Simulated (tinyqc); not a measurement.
# Correction of a charged-defect supercell by a model charge and potential alignment (plane-averaged potentials), step by step

A worked calculation. Computed by tinyqc, a small Python program that keeps every step. Command: `OMP_NUM_THREADS=1 python tinyqc.py 3111631 3111632 out.jsonl align walk`. One thread of a shared host (Intel(R) Xeon(R) Processor @ 2.30GHz), about 0.01 s of CPU time with the checks. Intermediate numbers are printed to about 7 digits and carried at full precision; extremes and crossings named in words are read from the listed rows.

The "true" defect charge is (1 - x) q in a Gaussian of width sigma plus x q in one of width sigma_t, so the exact answer is known; the correction sees only a single model Gaussian of width sigma_m. A Gaussian of width s has the transform rho(G) = exp(-G^2 s^2/2), normalised to 1. A uniform background cancels q, so G = 0 is left out. Potentials are those felt by a unit positive charge. E_0 is the formation energy of the isolated defect, E_cell its value in the supercell, E_lat = E_iso - E_per of the model charge, C the true less the model potential far from the defect; the exact correction is E_0 - E_cell, and the error of a scheme is E_cell plus its correction less E_0.

Inputs (values chosen for the exercise, with screening close to that of SiO2):
```
quantity                                     value      unit
defect charge q                                 -1         e
dielectric constant eps                          4         -
edge of the cubic cell L                      18.3  angstrom
width sigma of the true defect charge          1.3  angstrom
width sigma_m of the model charge             0.91  angstrom
share x of the charge in a wide tail             0         -
width sigma_t of the tail                      2.6  angstrom
formation energy of the isolated defect E_0    4.3        eV
```

Constants: e^2/(4 pi eps_0) = 14.39964548 eV angstrom.

## The supercell energy and its true error

Periodic energy E_per = (2 pi q^2/(eps L^3)) (e^2/(4 pi eps_0)) sum_(G != 0) rho(G)^2/G^2, G = (2 pi/L)(n1, n2, n3), |n_i| <= 16. Isolated energy: two Gaussians of charges q_a, q_b and widths a, b interact by q_a q_b (e^2/(4 pi eps_0 eps)) sqrt(2/pi)/sqrt(a^2 + b^2), and the self-energy is half the sum over pairs. Supercell value E_cell = E_0 + E_per - E_iso for the true charge.

E_iso, true charge = 0.7811663 eV

E_per, true charge = 0.5083322 eV

E_cell = 4.027166 eV

exact correction = 0.2728341 eV

## Lattice energy of the model charge

E_lat = E_iso - E_per for the model charge; point-charge value alpha q^2 e^2/(4 pi eps_0 eps 2 L) with alpha = 2.837297.

E_iso, model = 1.115952 eV

E_per, model = 0.8399367 eV

E_lat = 0.2760152 eV

point-charge value = 0.2790715 eV

## Plane-averaged potentials

Plane-averaged potential at distance z from the defect: V(z) = (4 pi q/(eps L^3)) (e^2/(4 pi eps_0 e)) sum_(m != 0) rho(G_m) cos(G_m z)/G_m^2, G_m = 2 pi m/L, |m| <= 40.

Potentials (V):
```
z/L   z (angstrom)        true       model   difference
0.00         0.000  -0.1421812  -0.1600173   0.01783608
0.05         0.915  -0.1286005  -0.1402122   0.01161171
0.10         1.830  -0.0946670  -0.0968034   0.00213641
0.15         2.745  -0.0535475  -0.0514223  -0.00212520
0.20         3.660  -0.0143506  -0.0112956  -0.00305497
0.25         4.575   0.0195222   0.0226938  -0.00317158
0.30         5.490   0.0473233   0.0505039  -0.00318063
0.35         6.405   0.0689530   0.0721340  -0.00318107
0.40         7.320   0.0844030   0.0875841  -0.00318108
0.45         8.235   0.0936731   0.0968542  -0.00318109
0.50         9.150   0.0967631   0.0999442  -0.00318109
```

The difference moves by 0.00 mV between z/L = 0.4 and 0.5: a plateau.

## Alignment and corrected energy

C = difference at z = L/2; E_corr = E_cell + E_lat - q C. For charges that have died out at L/2, C = (2 pi q/(eps L^3)) (e^2/(4 pi eps_0 e)) (<s^2> - sigma_m^2), <s^2> = (1 - x) sigma^2 + x sigma_t^2.

alignment C = -0.003181085 V

C, closed form = -0.003181085 V

E_corr = 4.3 eV

error with alignment (rounded to 1e-4 meV) = 0 meV

error without alignment = 3.181085 meV

error with the point-charge term alone = 6.237375 meV

error without correction = -272.8341 meV

Errors are measured against E_0. Alignment cuts the error of the model charge from 3.2 to below 0.001 meV.

## Errors against cell size

Schemes: none; point-charge term alpha q^2 e^2/(4 pi eps_0 eps 2 L), alpha = 2.837297; E_lat of the model; E_lat - q C with C at z = L/2.

Error against E_0 (meV):
```
L (angstrom)       none  point charge  model charge  model and alignment
12.8          -380.7576      18.22749      9.296054         5.780857e-05
15.6          -317.3035      10.06890      5.135169         7.556875e-08
18.3          -272.8341       6.23737      3.181085         5.825895e-11
```

Between the last two rows the uncorrected error scales as L^-0.95 and the point-charge remainder as L^-3.00. With alignment the error is 0.0 meV in the smallest cell and 0.00 meV in the largest.

Checks made by the program: E_lat against the point-charge value less 2 pi q^2 sigma_m^2 e^2/(4 pi eps_0 eps L^3) (relative difference 2e-07).
